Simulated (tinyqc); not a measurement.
What moves the results: carrier statistics of a doped semiconductor with parabolic bands. A value that a table varies takes the place of the one given here.

Eg(T) = Eg0 - al T^2/(T + be); m_de = Mv^(2/3) (ml mt^2)^(1/3); m_dh = (mhh^(3/2) + mlh^(3/2))^(2/3); Nc and Nv from N = 2 (m kB T/(4 pi c))^(3/2) with c = hbar^2/2m0, in 1/angstrom^3; times 1e24 for 1/cm^3.

Energies are counted from Ev, so Ec = Eg. n = Nc F_1/2((EF - Eg)/kT), p = Nv F_1/2(-EF/kT), ND+ = ND/(1 + 2 exp((EF - Eg + ED)/kT)), NA- = NA/(1 + 4 exp((EA - EF)/kT)); neutrality asks p + ND+ = n + NA-. F_j(eta) = (1/Gamma(j + 1)) integral_0^infinity x^j dx/(1 + exp(x - eta)), which tends to exp(eta) for eta << 0.

Constants: hbar^2/2m0 = 3.80998211 eV angstrom^2; kB = 8.617333262e-05 eV/K.

Inputs chosen for the exercise (near those of GaN; shifted at random, so the results belong to these values and not to a real crystal): Eg0 = 3.528 eV (gap at 0 K); al = 0.000891 eV/K (Varshni alpha); be = 822 K (Varshni beta); ml = 0.2 m0 (longitudinal electron mass); mt = 0.2 m0 (transverse electron mass); Mv = 1 (equivalent valleys); mhh = 1.41 m0 (heavy-hole mass); mlh = 0.301 m0 (light-hole mass); ND = 7.6e+12 1/cm^3 (donors); NA = 5.5e+18 1/cm^3 (acceptors); ED = 0.0226 eV (donor level below Ec); EA = 0.185 eV (acceptor level above Ev); T = 250 K.

## Temperature

Neutrality solved at each temperature; ni = sqrt(Nc Nv) exp(-Eg/2kT).

Carriers (1/cm^3):
```
T (K),EF (eV),n,p,majority / |ND - NA|,ni,Eg (eV)
30,0.1537,<1e-99,2.20e-08,4.01e-27,<1e-99,3.5271
50,0.1328,<1e-99,1.28e+05,2.33e-14,<1e-99,3.5254
77,0.1053,<1e-99,7.68e+11,1.40e-07,7.20e-98,3.5221
120,0.1036,<1e-99,5.19e+14,9.43e-05,4.09e-56,3.5144
200,0.1176,1.06e-67,2.74e+16,0.00497,5.40e-26,3.4931
300,0.1384,4.07e-38,2.18e+17,0.0396,9.42e-11,3.4565
450,0.1758,4.58e-18,9.07e+17,0.165,2.04,3.3862
600,0.2205,8.24e-08,1.83e+18,0.332,3.89e+05,3.3024
800,0.2907,6.46,2.95e+18,0.536,4.38e+09,3.1764
1000,0.3712,4.90e+05,3.76e+18,0.684,1.36e+12,3.0390
```

Ionisation is incomplete: the majority density is below 90 % of the net doping at 30, 50, 77, 120, 200, 300, 450, 600, 800 and 1000 K, down to a share of 4e-27. No listed temperature gives a majority density within 10 % of the net doping. The majority density never exceeds the net doping by 10 %; ni is 1.36e+12 1/cm^3 at 1000 K against a net doping of 5.50e+18. EF goes from 0.154 eV to 0.371 eV, where midgap is 1.519 eV and the intrinsic level (Boltzmann) 1.650 eV.

## Doping level

Only acceptors are present (ND = 0); eta is the distance of EF beyond the valence edge in units of kT.

Neutral state:
```
NA (1/cm^3),EF (eV),majority (1/cm^3),ionised share,eta
1.0e+14,0.2763,9.45e+13,0.945,-12.83
1.0e+15,0.2332,7.00e+14,0.700,-10.82
1.0e+16,0.1997,3.31e+15,0.331,-9.27
1.0e+17,0.1719,1.20e+16,0.120,-7.98
1.0e+18,0.1462,3.96e+16,0.040,-6.79
3.0e+18,0.1342,6.92e+16,0.023,-6.23
1.0e+19,0.1211,1.27e+17,0.013,-5.62
3.0e+19,0.1092,2.21e+17,0.007,-5.07
```

The impurity level lies at 0.1850 eV. The ionised share falls from 0.945 to 0.007 as EF passes through it between 1e+16 and 1e+17 1/cm^3 (share 1/5 there); it is below one half from 1e+16 1/cm^3 on. Over the last two rows the doping grows threefold and the majority density by a factor 1.74. EF stays more than 3 kT from the majority band edge. Above roughly 3e+20 1/cm^3 (N^(1/3) a = 0.26, with the radius a = sqrt(c/(m E)) from the ionisation energy E and the mass mhh) the levels merge with the band and real ionisation is complete; sharp levels then overstate freeze-out.

## What each input does

Neutrality solved anew for each case. Each row changes one parameter from the base and keeps the others.

Results:
```
case,EF (eV),n (1/cm^3),p (1/cm^3)
base,0.1276,5.37e-50,9.40e+16
T = 230 K,0.1235,3.63e-56,6.10e+16
ND = 3.8e+12 1/cm^3,0.1276,5.37e-50,9.40e+16
NA = 2.75e+18 1/cm^3,0.1351,7.62e-50,6.63e+16
Eg0 = 3.578 eV,0.1276,5.27e-51,9.40e+16
mt = 0.24 m0,0.1276,6.45e-50,9.40e+16
mhh = 1.692 m0,0.1303,6.10e-50,1.07e+17
EA = 0.2775 eV,0.1737,4.56e-49,1.11e+16
```

The largest shifts from the base row, up to three for each result and ties (the steps differ in size, so this ranks the rows, not the parameters). EF (eV): EA +0.0461, NA +0.0075, T -0.0041; unchanged at the printed digits by ND, Eg0 and mt. n (1/cm^3): EA +4.03e-49, T -5.37e-50, Eg0 -4.84e-50; unchanged at the printed digits by ND. p (1/cm^3): EA -8.29e+16, T -3.30e+16, NA -2.78e+16; unchanged at the printed digits by ND, Eg0 and mt.

Computed by tinyqc, a small Python program: `OMP_NUM_THREADS=1 python tinyqc.py 1682044 1682045 out.jsonl` (the numbers bound the seed that draws the inputs); one thread of a shared host (Intel(R) Xeon(R) Processor @ 2.30GHz), about 0.01 s for the whole set of steps.
